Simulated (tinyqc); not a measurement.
Worked calculation: k.p values derived from sp3s* tight binding at Gamma. Values are carried at full precision from step to step, so a last printed digit may differ when a step is redone from the rounded ones.

At Gamma the states are two-level mixtures: s-like S+ (upper) and S- (lower) from [[Esa, Vss], [Vss, Esc]], p-like P- (valence) and P+ from [[Epa, Vxx], [Vxx, Epc]], and the bare s* levels. With real k in 1/angstrom and kz = 0, the phase sums over the four bonds are g0 = 1 - (a k/4)^2/2, g1 = i a kx/4, g3 = -(a/4)^2 kx ky to second order. Each mixture is written (anion, cation) with the anion part positive. c = hbar^2/2m0. No spin-orbit coupling.

Constants: hbar^2/2m0 = 3.80998211 eV angstrom^2.

Parameters, chosen for this exercise (near a published set for InAs, fitted to gaps, whose masses and valley positions are rough; the results hold for these values, not for the real material):
```
symbol  value   unit      meaning
Esa     -9.55   eV        s level of the anion
Esc     -2.71   eV        s level of the cation
Epa     0.911   eV        p level of the anion
Epc     3.735   eV        p level of the cation
Vss     -5.627  eV        s-s
Vxx     1.838   eV        px-px
a       6.063   angstrom  lattice constant
Vsapc   3.049   eV        s anion, p cation
Vscpa   5.438   eV        s cation, p anion
Vxapc   3.376   eV        s* anion, p cation
Vpaxc   3.911   eV        p anion, s* cation
Exa     7.424   eV        s* level of the anion
Exc     6.738   eV        s* level of the cation
Vxy     4.469   eV        px-py
```

## States at Gamma

Solve the two blocks.

States:
```
state     E (eV)  anion part  cation part
S-     -12.71480    0.871601     0.490215
P-       0.00525    0.896998    -0.442035
S+       0.45480    0.490215    -0.871601
P+       4.64075    0.442035     0.896998
```

## Linear terms and the Kane energy

<s state|dH/dkx|x state> = i P with P = (a/4)(sa pc Vsapc + sc pa Vscpa), sa, sc and pa, pc being the parts of the two states; for s* on the anion P = (a/4) pc Vxapc, on the cation (a/4) pa Vpaxc. Ep = P^2/c for S+ to P-.

Couplings:
```
pair       P (eV angstrom)  E(first) - E(second) (eV)
S+ to P-          -7.44575                    0.44955
S+ to P+          -1.14353                   -4.18596
S- to P-           1.84390                  -12.72004
s*a to P-         -2.26197                    7.41875
s*c to P-          5.31749                    6.73275
```

Ep = 14.551 eV

The two terms of S+ to P- have the same sign and add: S+ and P- both change sign from anion to cation. An on-site momentum element between s and p, which real atoms have, is absent from this model.

## Electron mass

m0/m = [<S+|d2H/dkx^2|S+>/2 + sum P^2/(E(S+) - E(P))]/c over P- and P+, with the direct term -(a/4)^2 sa sc Vss.

parts of m0/m: direct -1.450, from P- 32.368, from P+ -0.082

mass = 0.0324 m0

The valence band supplies 105 % of m0/m; the direct term, which stands in for the free-electron 1, is -1.45. Sets of this kind were fitted to gaps and often give too heavy a mass, by up to a factor of two.

## Valence parameters L, M, N and the Luttinger values

Direct terms d0 = -(a/4)^2 pa pc Vxx, dN = -2 (a/4)^2 pa pc Vxy for P-. F = sum P^2/(E(P-) - E(s)) over S+, S-, s*a, s*c. The y state of P- couples to the z state of P+ through Q = (a/4) Vxy (pa p'c - pc p'a), primes for P+, and H1 = Q^2/(E(P-) - E(P+)). L = d0 + F, M = d0 + H1, N = dN + F + H1; g1 = -(L + 2M)/(3c), g2 = -(L - M)/(6c), g3 = -N/(6c).

d0, dN, F, Q, H1 (eV angstrom^2; Q in eV angstrom): 1.6744  8.1422  -127.9437  6.7739  -9.8987

L, M, N (eV angstrom^2): -126.269  -8.224  -129.700

g1, g2, g3: 12.486  5.164  5.674

Along [100] the masses without spin-orbit coupling are c/|L| = 0.030 (one band) and c/|M| = 0.463 (two bands).

## Checks

- Electron mass against a finite difference of the full bands: 0.03243 against 0.03244.
- L and M against finite differences along [100]: largest relative difference 2.6e-04.
- Lowest curvature along [111], (L + 2M + 2N)/3, against a finite difference: -134.04 against -134.00.

tinyqc: `OMP_NUM_THREADS=1 python tinyqc.py 1450814 1450815 out.jsonl`; about 0.01 s, one thread, shared Intel(R) Xeon(R) Processor @ 2.30GHz.
